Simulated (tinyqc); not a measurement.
# One-diode model of a solar cell: two studies

J is the current delivered and Vj = V + J Rs the junction voltage. J = X JL - J01 (exp(Vj/(n1 Vt)) - 1) - Vj/Rp. The photocurrent does not depend on voltage.

Parameters, values chosen for the exercise; values of the order met in cells of CIGS: temperature T = 273 K; photocurrent at one sun JL = 32 mA/cm^2; concentration X = 10 suns; saturation current of the diode J01 = 3e-12 A/cm^2; ideality factor of the diode n1 = 1.3; series resistance Rs = 0.078 ohm cm^2; shunt resistance Rp = 10000 ohm cm^2; incident power at one sun Pin = 100 mW/cm^2.

Constants: q = 1.602176634e-19 C, kB = 1.380649e-23 J/K, Vt = kB T/q. Results are converted to the units shown.

Each table varies one quantity; the others keep the values above.

## Effect of the concentration

Jsc at V = 0, Voc at J = 0, the maximum power point where J (1 + 2 Rs G) = G Vj with G = -dJ/dVj; FF = Vmp Jmp/(Voc Jsc); efficiency Vmp Jmp/(X Pin). Empirical fill factor without parasitics FF0 = (v - ln(v + 0.72))/(v + 1), v = Voc/(n1 Vt).

Effect of the concentration:

| X (suns) | Jsc (mA/cm^2) | Voc (V) | Vmp (V) | Jmp (mA/cm^2) | FF | efficiency (%) | FF0 |
|---|---|---|---|---|---|---|---|
| 0.01 | 0.3200 | 0.5595 | 0.4693 | 0.2592 | 0.6795 | 12.16 | 0.7955 |
| 0.04 | 1.280 | 0.6062 | 0.5168 | 1.163 | 0.7743 | 15.02 | 0.8068 |
| 0.1 | 3.200 | 0.6351 | 0.5447 | 2.981 | 0.7990 | 16.24 | 0.8131 |
| 0.5 | 16.00 | 0.6848 | 0.5915 | 15.16 | 0.8183 | 17.93 | 0.8230 |
| 2 | 64.00 | 0.7273 | 0.6289 | 60.95 | 0.8234 | 19.17 | 0.8306 |
| 6 | 192.0 | 0.7610 | 0.6523 | 183.2 | 0.8178 | 19.91 | 0.8361 |
| 20 | 640.0 | 0.7978 | 0.6572 | 609.4 | 0.7844 | 20.02 | 0.8417 |
| 80 | 2560 | 0.8402 | 0.5749 | 2374 | 0.6344 | 17.06 | 0.8476 |
| 300 | 9500 | 0.8806 | 0.4467 | 5253 | 0.2805 | 7.821 | 0.8528 |

What does the table show?

As X goes from 0.01 to 300, Voc rises from 0.559 to 0.881 V, FF goes from 0.679 through a maximum of 0.823 (at X = 2 among the rows listed) to 0.280 and the efficiency goes from 12.2 through a maximum of 20.0 (at X = 20 among the rows listed) to 7.82 %. Voc gains 70.4 mV a decade at the top and 77.7 mV at the bottom (n1 Vt ln 10 = 70.4 mV). Past the optimum the loss in Rs, which grows as J^2, outruns the gain in Voc: at the best row X JL Rs = 1.6 n1 Vt. For X = 300 Rs Jsc exceeds half of Voc, so the series resistance shapes the curve and drives FF towards the 1/4 of a resistor.

## Effect of the shunt resistance

Same model as above.

Result of one run:

| Rp (ohm cm^2) | Jsc (mA/cm^2) | Voc (V) | Vmp (V) | Jmp (mA/cm^2) | FF | efficiency (%) | FF0 |
|---|---|---|---|---|---|---|---|
| 300 | 319.9 | 0.7763 | 0.6583 | 303.2 | 0.8037 | 19.96 | 0.8385 |

What becomes of these results when the shunt resistance Rp is changed from 300 to 20000 ohm cm^2, all else the same?

Result of the changed run:

| Rp (ohm cm^2) | Jsc (mA/cm^2) | Voc (V) | Vmp (V) | Jmp (mA/cm^2) | FF | efficiency (%) | FF0 |
|---|---|---|---|---|---|---|---|
| 20000 | 320.0 | 0.7766 | 0.6586 | 305.3 | 0.8090 | 20.10 | 0.8385 |

The whole series:

| Rp (ohm cm^2) | Jsc (mA/cm^2) | Voc (V) | Vmp (V) | Jmp (mA/cm^2) | FF | efficiency (%) | FF0 |
|---|---|---|---|---|---|---|---|
| 3 | 311.9 | 0.7326 | 0.4793 | 156.1 | 0.3276 | 7.484 | 0.8315 |
| 10 | 317.5 | 0.7682 | 0.6477 | 244.5 | 0.6492 | 15.84 | 0.8372 |
| 60 | 319.6 | 0.7753 | 0.6572 | 294.9 | 0.7824 | 19.39 | 0.8383 |
| 300 | 319.9 | 0.7763 | 0.6583 | 303.2 | 0.8037 | 19.96 | 0.8385 |
| 1000 | 320.0 | 0.7765 | 0.6585 | 304.7 | 0.8075 | 20.06 | 0.8385 |
| 5000 | 320.0 | 0.7766 | 0.6586 | 305.2 | 0.8087 | 20.10 | 0.8385 |
| 20000 | 320.0 | 0.7766 | 0.6586 | 305.3 | 0.8090 | 20.10 | 0.8385 |
| 1e5 | 320.0 | 0.7766 | 0.6586 | 305.3 | 0.8091 | 20.11 | 0.8385 |

As Rp goes from 3 to 1e5, Voc rises from 0.733 to 0.777 V, FF rises from 0.328 to 0.809 and the efficiency rises from 7.48 to 20.1 %. Voc changes by 0.00425 mV a decade between the last two rows and 68.2 mV between the first two. For Rp = 3 the shunt carries over 0.3 of the photocurrent at open circuit, so it pulls Voc down and FF towards the 1/4 of a resistor.

Computed by the program tinyqc: `OMP_NUM_THREADS=1 python tinyqc.py 2280010 2280011 out.jsonl`, one thread of a shared Intel Xeon 2.30GHz, about 0.01 s for the whole run.
